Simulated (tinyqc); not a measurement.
Bias-temperature instability, empirical power law with universal recovery: recovery after a stress.

Threshold-voltage shift at the end of a stress: dV = A (V/V0)^g exp[-(Ea q/kB)(1/T - 1/T0)] (t/1 s)^n. After a delay tr the permanent share pp stays and the rest falls by r = 1/(1 + B (tr/t)^be). An empirical model: its parameters are fits, not properties.

At V0 and T0 after the stress time ts.

Values chosen for this exercise: reference stress voltage V0 = 1.4 V; reference temperature T0 = 398 K; shift after 1 s at V0 and T0 A = 8.2 mV; time exponent n = 0.2; voltage exponent g = 6.2; apparent activation energy of the shift Ea = 0.11 eV; permanent share pp = 0.14; recovery scale B = 1.3; recovery dispersion be = 0.1; stress time ts = 1000 s.

Constants: q = 1.602176634e-19 C, kB = 1.380649e-23 J/K. Results are converted to the units shown.

Results:

| tr (s) | tr/ts | share left | shift (mV) |
|---|---|---|---|
| 0.00082 | 8.200e-7 | 0.7915 | 25.84 |
| 0.012 | 1.200e-5 | 0.7462 | 24.36 |
| 2.3 | 0.002300 | 0.6435 | 21.01 |
| 33 | 0.03300 | 0.5869 | 19.16 |
| 460 | 0.4600 | 0.5304 | 17.31 |
| 6500 | 6.500 | 0.4749 | 15.50 |
| 92000 | 92.00 | 0.4226 | 13.80 |

Estimate the missing row, tr = 0.16 s.

Computed row:

| tr (s) | tr/ts | share left | shift (mV) |
|---|---|---|---|
| 0.16 | 1.600e-4 | 0.6976 | 22.77 |

With this row back in the table: The shift falls from 25.8 to 13.8 mV over 8.0 decades of time, towards the permanent 4.57 mV. Half of the recoverable part is gone at tr/ts = B^(-1/be) = 0.0725.

Computed by the program tinyqc: `OMP_NUM_THREADS=1 python tinyqc.py 2070134 2070135 out.jsonl`, one thread of a shared Intel Xeon 2.30GHz, about 0.01 s for the whole run.
